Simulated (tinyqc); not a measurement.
Elastic trap-assisted tunnelling through a dielectric: one step of the calculation.

Emitter at x = 0 (Fermi level 0), collector at x = t (Fermi level -V), band edge U(x) = phi - F x, F = V/t. A trap at x has the energy E = U(x) - Et. With G(u) = (4/(3 F)) sqrt(mo/C) max(u, 0)^1.5, C = hbar^2/(2 m0): S1 = G(phi - E) - G(Et), S2 = G(Et) - G(phi - V - E), T1,2 = exp(-S1,2). The steady rate through one trap is nu T1 T2 (f1 - f2)/(T1 + T2), f1 = f(E), f2 = f(E + V), f(y) = 1/(1 + exp(y/Vt)); both contacts offer states at E.

Question. The best-placed trap against direct tunnelling. At x = xs: E, S1, S2 and the occupation (T1 f1 + T2 f2)/(T1 + T2). Direct tunnelling at E = 0 has S = (4/(3 F)) sqrt(mo/C) [phi^1.5 - max(phi - V, 0)^1.5].

Parameters, values chosen for the exercise; dielectric values close to those of silicon dioxide:

| symbol | value | unit | meaning |
|---|---|---|---|
| T | 300 | K | temperature |
| phi | 3.05 | eV | barrier above the emitter Fermi level |
| mo | 0.48 | m0 | tunnelling mass |
| t | 7.2 | nm | thickness |
| Et | 2.89 | eV | trap depth below the band edge of the dielectric |
| nu | 1e13 | 1/s | attempt frequency |
| V | 1.64 | V | voltage |

Constants: q = 1.602176634e-19 C, kB = 1.380649e-23 J/K, hbar = 1.054571817e-34 J s, m0 = 9.1093837015e-31 kg, Vt = kB T/q, hbar^2/(2 m0) = 0.0380998212 eV nm^2. Results are converted to the units shown.

xs = 3.33 nm

Wanted: E; S1; S2; occupation; S of direct tunnelling.

Answer.

E = -0.5985 eV
S1 = 42.72
S2 = 42.94
occupation = 0.5544
S of direct tunnelling = 75.88

Range of the model: Phonon-assisted (inelastic) capture, chains of traps and a spread of trap depths are left out.

Numbers from tinyqc (`OMP_NUM_THREADS=1 python tinyqc.py 2370031 2370032 out.jsonl`; about 0.04 s on one thread of a shared Intel Xeon 2.30GHz).
